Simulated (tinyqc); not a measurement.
# Cell size and critical density at another thickness

Question. In the cell model of oxide breakdown (cubic cells of edge a, defect density growing as t^al) the Weibull slope is beta = al tox/a, and for small l the critical density is N_bd = a^(-3) (A/a^2)^(-a/tox). Find a from the slope, and then the area A and the slope at 11 nm.

Inputs (values chosen for the exercise):
- al = 0.28 (exponent of defect growth)

Weibull slope at a thickness of 7.7 nm = 1.96
N_bd there, small-l form = 1.1220982e20 cm^-3

Solution. a = al tox/beta, and A = a^2 (a^3 N_bd)^(-tox/a).

a = 1.100 nm
A = 0.7300 um^2
slope = 2.800

Computed by the program tinyqc: `OMP_NUM_THREADS=1 python tinyqc.py 2070110 2070111 out.jsonl`, one thread of a shared Intel Xeon 2.30GHz, about 0.01 s for the whole run.
